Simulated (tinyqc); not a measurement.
Inside a calculation: buckled dimers of a reconstructed (001) surface, two dangling bonds a dimer. Values are carried at full precision from step to step, so a last printed digit may differ when a step is redone from the rounded ones.

In a dimer one atom moves up by z and the other down by z; the dangling bond of the up atom (more s-like) falls by gm z and that of the down atom rises by gm z. With all dimers tilted alike: H(k) = [[-gm z - 2 ta cos k, -tp - 2 tx cos k], [., gm z - 2 ta cos k]], k along the row in 1/a. Two electrons a dimer fill the lowest N of the 2N levels on the mesh k_j = (j + 1/2) pi/N. Total energy a dimer: W(z) = (2/N) sum of the filled levels + kf z^2. Repulsion between electrons is left out.

Constants: kB = 8.617333262e-05 eV/K.

Parameters, chosen for this exercise (of the size met on Si(001); shifted at random, so the results belong to these values and not to a real crystal): tp = 0.43 eV (pi coupling inside a dimer); ta = 0.18 eV (coupling between like atoms along the row); tx = 0 eV (diagonal coupling along the row); gm = 1.95 eV/angstrom (shift of a dangling bond with height); z = 0.16 angstrom (a trial buckling); k = 0.84 pi/a (wave vector along the row); kf = 4.3 eV/angstrom^2 (force constant of buckling); N = 16 (k points).

## One k point at the trial buckling

Form H, its levels and the weight of the lower one on the up atom, (1 + gm z/sqrt((gm z)^2 + h^2))/2 with h the off-diagonal element; k is given in pi/a.

H (eV):
```
           up     down
up     0.0035  -0.4300
down  -0.4300   0.6275
```

levels (eV): -0.2158  0.8467

weight on the up atom = 0.7936

## The bands on the mesh

Both levels at each k_j for the trial z, and W(z).

Levels (eV):

| j | k (pi/a) | lower | upper |
|---|---|---|---|
| 0 | 0.0312 | -0.8895 | 0.1730 |
| 1 | 0.0938 | -0.8758 | 0.1868 |
| 2 | 0.1562 | -0.8488 | 0.2138 |
| 3 | 0.2188 | -0.8096 | 0.2530 |
| 4 | 0.2812 | -0.7596 | 0.3029 |
| 5 | 0.3438 | -0.7010 | 0.3616 |
| 6 | 0.4062 | -0.6358 | 0.4268 |
| 7 | 0.4688 | -0.5666 | 0.4960 |
| 8 | 0.5312 | -0.4960 | 0.5666 |
| 9 | 0.5938 | -0.4268 | 0.6358 |
| 10 | 0.6562 | -0.3616 | 0.7010 |
| 11 | 0.7188 | -0.3029 | 0.7596 |
| 12 | 0.7812 | -0.2530 | 0.8096 |
| 13 | 0.8438 | -0.2138 | 0.8488 |
| 14 | 0.9062 | -0.1868 | 0.8758 |
| 15 | 0.9688 | -0.1730 | 0.8895 |

band energy = -1.0625 eV
elastic energy = 0.1101 eV
W = -0.9525 eV

The lower band is full and the upper empty.

## An isolated dimer

For ta = tx = 0, W = -2 sqrt(tp^2 + (gm z)^2) + kf z^2. It buckles if gm^2/kf > tp; then sqrt(tp^2 + (gm z)^2) = gm^2/kf, the gap is twice that, and the gain is (gm^2/kf - tp)^2 kf/gm^2.

gm^2/kf = 0.8843 eV
buckling z = 0.3963 angstrom
gap = 1.7686 eV
gain = 0.2334 eV

The pi bond is too weak to resist: the dimer tilts and charge moves to the up atom.

## The row at its minimum

Minimise W over z from 0 to 1 angstrom. Gap: lowest upper level less highest lower level on 201 points from 0 to pi (negative: overlap). Charge moved to the up atom: the mean of gm z/sqrt((gm z)^2 + h^2) over the mesh, valid for a full lower band.

z = 0.3963 angstrom
gain over flat dimers = 0.2334 eV

gap (eV): flat 0.1400, at the minimum 1.0486

charge moved = 0.874 e

With these values the flat row already has a gap and buckling widens it; fuller one-electron models of Si(001) and Ge(001) find the flat dimers metallic. Per dimer, the gain is also the barrier for flipping the whole row together in this picture, 9.0 kT at 300 K.

## Checks

- Buckling of an isolated dimer from the formula against numerical minimisation: both 0.3963.

(tinyqc, `OMP_NUM_THREADS=1 python tinyqc.py 1482532 1482533 out.jsonl`, Intel(R) Xeon(R) Processor @ 2.30GHz, 1 thread, shared host, about 0.04 s.)
